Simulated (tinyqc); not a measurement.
From results back to parameters: Wannier function of the lower band of a two-orbital chain. Two cases, with inputs chosen for the exercise.

Problem. A band E(k) = H0 + 2 H1 cos(ka) + 2 H2 cos(2ka) is known at k = 0, pi/2a and pi/a. The values come from hidden hoppings; c = hbar^2/2m0.

Constants: hbar^2/2m0 = 3.80998211 eV angstrom^2.

Case 1.

Values chosen: a = 3.4 angstrom (period).

E (eV): 0 -3.1200, pi/2a -2.4940, pi/a -1.4600

Case 2.

Values chosen: a = 4.1 angstrom (period).

E (eV): 0 -1.6930, pi/2a -0.5630, pi/a -0.3690

Find: H0, H1, H2; m0/m at k = 0.

Solution. H0 = (E0 + 2 E1 + E2)/4, H1 = (E0 - E2)/4, H2 = (E0 - 2 E1 + E2)/8; the curvature at k = 0 gives m0/m = -(H1 + 4 H2) a^2/c.

Case 1.

H0, H1, H2 (eV): -2.392  -0.415  0.051

m0/m at k = 0 = 0.640

Case 2.

H0, H1, H2 (eV): -0.797  -0.331  -0.117

m0/m at k = 0 = 3.525

Computed by tinyqc, one run a case: `OMP_NUM_THREADS=1 python tinyqc.py N N+1 out.jsonl` with N = 1480221, 1480241; one thread of a shared Intel(R) Xeon(R) Processor @ 2.30GHz, about 0.1 s a run at most.
